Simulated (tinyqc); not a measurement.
Quantum point contact as a saddle point with Zeeman splitting: one step of the calculation.

Potential V0 - m wx^2 x^2/2 + m wy^2 y^2/2; energies are counted from V0. Mode n = 0, 1, ... transmits T_n(E) = 1/(1 + exp(-2 pi (E - E_n)/wx)), E_n = wy (n + 1/2) +/- Ez/2 for the two spins, Ez = gs muB B, muB = q hbar/(2 m0); each spin carries q^2/h.

Question. Thermal average on a coarse grid. g(T) = int g(E) (-df/dE) dE = int g(mu + x kB T) dx/(4 cosh^2(x/2)), g(E) the zero-temperature value at E, g = G/(2 q^2/h). Simpson's rule on nE equally spaced x from -xm to xm.

Values chosen for this exercise:
```
symbol  value  unit                             meaning
T         0.1     K                         temperature
wy        3.5   meV          transverse quantum hbar wy
wx        3.3   meV    curvature of the barrier hbar wx
mu       4.49   meV  Fermi level above the saddle point
gs        1.3                      size of the g factor
B           1     T             in-plane magnetic field
nE         11                 points of the energy grid
xm          8            half-range of the grid in kB T
```

Constants: q = 1.602176634e-19 C, kB = 1.380649e-23 J/K, hbar = 1.054571817e-34 J s, m0 = 9.1093837015e-31 kg, Vt = kB T/q. Results are converted to the units shown.

Wanted: x; E; g(E); weight; integral of the weight; g(T); g(T) divided by the integral of the weight.

Answer.

```
point       x  E (meV)   g(E)  weight
0      -8.000    4.421  1.165  0.0003
1      -6.400    4.435  1.169  0.0017
2      -4.800    4.449  1.173  0.0081
3      -3.200    4.462  1.177  0.0376
4      -1.600    4.476  1.181  0.1398
5       0.000    4.490  1.186  0.2500
6       1.600    4.504  1.190  0.1398
7       3.200    4.518  1.194  0.0376
8       4.800    4.531  1.198  0.0081
9       6.400    4.545  1.203  0.0017
10      8.000    4.559  1.207  0.0003
```

integral of the weight = 1.017
g(T) = 1.205
g(T) divided by the integral of the weight = 1.186

Range of the model: Orbital effects of the in-plane field and interactions (such as the 0.7 feature) are left out.

Computed by the program tinyqc: `OMP_NUM_THREADS=1 python tinyqc.py 2740010 2740011 out.jsonl`, one thread of a shared Intel Xeon 2.30GHz, about 0.03 s for the whole run.
